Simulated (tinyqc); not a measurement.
Inside a calculation. Model: nudged elastic band on a two-dimensional model surface. Computed by tinyqc, a small Python program that keeps every step. Command: `OMP_NUM_THREADS=1 python tinyqc.py 3012872 3012873 out.jsonl neb walk`. One thread of a shared host (Intel(R) Xeon(R) Processor @ 2.30GHz), about 0.1 s of CPU time with the checks. Intermediate numbers are printed to about 6 digits and carried at full precision; extremes and crossings named in words are read from the listed rows.

V(x, y) = -A (cos kx + cos ky) - B cos kx cos ky + (C sin ky + S sin kx)(1 - cos kx), k = 2 pi/a; the atom hops from the minimum at (0, 0) to that at (a, 0).

Inputs (values chosen for the exercise, for a model surface): amplitude A = 0.33 eV; amplitude B = 0.0031 eV; skew C = 0.095 eV; asymmetry S = -0.029 eV; period a = 3 angstrom; movable images n = 4; spring constant k_s = 0.68 eV/angstrom^2; step factor eta = 0.22 angstrom^2/eV; iteration cap = 600.

Surface: adatom on a square lattice. Climbing image: on.

## Stationary points

Newton steps x(new) = x - H^-1 grad V (moves limited to 0.3 angstrom) from (0, 0), (a, 0) and (a/2, 0) give the two minima and the saddle.

positions (angstrom), rows start, end, saddle, columns x, y:
$$\begin{pmatrix}
0.00000 & 0.00000 \\
3.00000 & 0.00000 \\
1.59309 & -0.24938
\end{pmatrix}$$

energies (eV): start -0.663100, end -0.663100, saddle -0.042377

barrier from the start = 0.620723 eV

## Straight-line start

Images are spaced evenly on the line between the minima.

images at the start (angstrom), rows image 1, image 2, image 3, image 4, columns x, y:
$$\begin{pmatrix}
0.6 & 0.0 \\
1.2 & 0.0 \\
1.8 & 0.0 \\
2.4 & 0.0
\end{pmatrix}$$

energies above the start (eV): [0.211109, 0.571747, 0.633420, 0.249224]

The highest image lies +0.0127 eV from the true barrier.

## Iteration 1

Tangent at image i: towards the higher neighbour if the energies rise or fall through i; at a maximum or minimum, tau = t+ dmax + t- dmin if V(i+1) > V(i-1), else t+ dmin + t- dmax, with t+ = R(i+1) - R(i), t- = R(i) - R(i-1) and dmax, dmin the larger and smaller of |V(i+1) - V(i)| and |V(i-1) - V(i)|; then normalise. Force F = -grad V + (grad V.tau) tau + k_s (|t+| - |t-|) tau. With a climbing image, the highest image feels instead F = -grad V + 2 (grad V.tau) tau and no spring. Update R(new) = R + eta F; the end points stay fixed.

unit tangents, rows image 1, image 2, image 3, image 4, columns x, y:
$$\begin{pmatrix}
1 & 0 \\
1 & 0 \\
1 & 0 \\
1 & 0
\end{pmatrix}$$

forces (eV/angstrom), rows image 1, image 2, image 3, image 4, columns x, y:
$$\begin{pmatrix}
0.000000 & -0.137483 \\
0.000000 & -0.359936 \\
-0.342158 & -0.359936 \\
0.000000 & -0.137483
\end{pmatrix}$$

images after iteration 1 (angstrom), rows image 1, image 2, image 3, image 4, columns x, y:
$$\begin{pmatrix}
0.60000 & -0.03025 \\
1.20000 & -0.07919 \\
1.72473 & -0.07919 \\
2.40000 & -0.03025
\end{pmatrix}$$

## Iteration 2

The formulas are those given above.

unit tangents, rows image 1, image 2, image 3, image 4, columns x, y:
$$\begin{pmatrix}
0.99669 & -0.08130 \\
1.00000 & 0.00000 \\
0.99988 & 0.01559 \\
0.99738 & 0.07228
\end{pmatrix}$$

forces (eV/angstrom), rows image 1, image 2, image 3, image 4, columns x, y:
$$\begin{pmatrix}
-0.010585 & -0.140065 \\
-0.052542 & -0.241764 \\
-0.203391 & -0.264464 \\
-0.041250 & -0.148455
\end{pmatrix}$$

images after iteration 2 (angstrom), rows image 1, image 2, image 3, image 4, columns x, y:
$$\begin{pmatrix}
0.59767 & -0.06106 \\
1.18844 & -0.13237 \\
1.67998 & -0.13737 \\
2.39092 & -0.06291
\end{pmatrix}$$

## All iterations

Start on the straight line; stop when the largest force is below 1e-4 or above 1e6 eV/angstrom.

Course of the band:
```
iteration  highest image (eV)  largest force (eV/angstrom)
1                    0.633420                  4.96614e-01
2                    0.629682                  3.33630e-01
3                    0.624838                  2.20156e-01
4                    0.622318                  1.44432e-01
5                    0.621264                  9.47512e-02
6                    0.620874                  7.20080e-02
7                    0.620746                  5.67147e-02
8                    0.620713                  4.57992e-02
9                    0.620709                  3.76922e-02
...                       ...                          ...
38                   0.620723                  3.26147e-04
39                   0.620723                  2.77314e-04
40                   0.620723                  2.35782e-04
41                   0.620723                  2.00464e-04
42                   0.620723                  1.70430e-04
43                   0.620723                  1.44893e-04
44                   0.620723                  1.23180e-04
45                   0.620723                  1.04719e-04
46                   0.620723                  8.90238e-05
```

Band at the end:
```
image  x (angstrom)  y (angstrom)    E (eV)
0           0.00000      0.000000  0.000000
1           0.52292     -0.132375  0.165165
2           1.05461     -0.222539  0.461198
3           1.59309     -0.249376  0.620723
4           2.30465     -0.170389  0.311995
5           3.00000      0.000000  0.000000
```

energy of the highest image = 0.620723 eV

iterations = 46

largest force at the end = 8.90238e-05 eV/angstrom

Converged in 46 iterations. The climbing image sits on the saddle, so its energy is the barrier.

## Plain band against climbing image

Images are counted without the end points, and convergence is judged on the largest force on an image. Each run starts on the straight line with the same k_s and eta, for at most 1500 iterations; errors are against the Newton saddle; a dash marks a run that did not reach 1e-4 eV/angstrom.

Error of the highest image (meV) and iterations:
```
images  plain, error  plain, iterations  climbing, error  climbing, iterations
2           -116.756                 21                0                    31
3             -5.691                 20                0                    27
4            -31.211                 21                0                    46
5             -5.679                 25                0                    42
6            -10.837                 32                0                    66
8             -4.064                 46                0                    83
10            -1.455                 61                0                    94
```

The plain band underestimates the barrier by 1.46 to 116.76 meV, depending on how near an image falls to the saddle (worst for 2 images, best for 10). The climbing image is within about 0.001 meV in every converged run, so few images suffice for the barrier.

Checks made by the program: climbing image against the Newton saddle (relative difference below 1e-10).
